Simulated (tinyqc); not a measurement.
Geometry optimisation on the RHF/sto-6g surface (energies and gradients from PySCF), for BeH2, spin multiplicity 1, step by step. One step of it, computed by the program tinyqc.

Problem. Step 2: move. Quasi-Newton step p = -H^(-1) g (the inverse Hessian comes from BFGS updates; coordinates in the order x, y, z of each atom); steps longer than 0.1 bohr are cut back (factor 0.854 here).

positions after step 1 (bohr):
```
            x          y          z
1Be  0.044716  -0.011057  -0.007795
2H   0.083913   2.378946   0.240876
3H   0.011211  -2.454817   0.282814
```

gradient (hartree/bohr):
```
               x            y            z
1Be   0.00006622   0.01374012  -0.01175897
2H   -0.00003620  -0.00651300   0.00517530
3H   -0.00003002  -0.00722712   0.00658367
```

inverse Hessian in use (bohr^2/hartree):
```
           1          2          3          4          5          6          7          8
1   3.333465  -0.016684   0.031869  -0.000159   0.001567  -0.015122   0.000027   0.015117
2  -0.016684   2.258785  -0.033956   0.013818   0.853127   0.074369   0.002866   0.221421
3   0.031869  -0.033956   6.017291  -0.030501  -0.941039  -1.346698  -0.001368   0.974995
4  -0.000159   0.013818  -0.030501   3.333512   0.000183   0.014588  -0.000020  -0.014001
5   0.001567   0.853127  -0.941039   0.000183   3.004981   0.427310  -0.001749  -0.524774
6  -0.015122   0.074369  -1.346698   0.014588   0.427310   4.005993   0.000535  -0.501679
7   0.000027   0.002866  -0.001368  -0.000020  -0.001749   0.000535   3.333326  -0.001116
8   0.015117   0.221421   0.974995  -0.014001  -0.524774  -0.501679  -0.001116   3.636687
9  -0.016747  -0.040413  -1.337260   0.015913   0.513729   0.674039   0.000834  -0.473316

           9
1  -0.016747
2  -0.040413
3  -1.337260
4   0.015913
5   0.513729
6   0.674039
7   0.000834
8  -0.473316
9   3.996554
```

Give: positions after step 2.

Solution.

positions after step 2 (bohr):
```
          x        y       z
1Be  0.0453  -0.0319  0.0673
2H   0.0833   2.3682  0.2043
3H   0.0112  -2.4232  0.2444
```
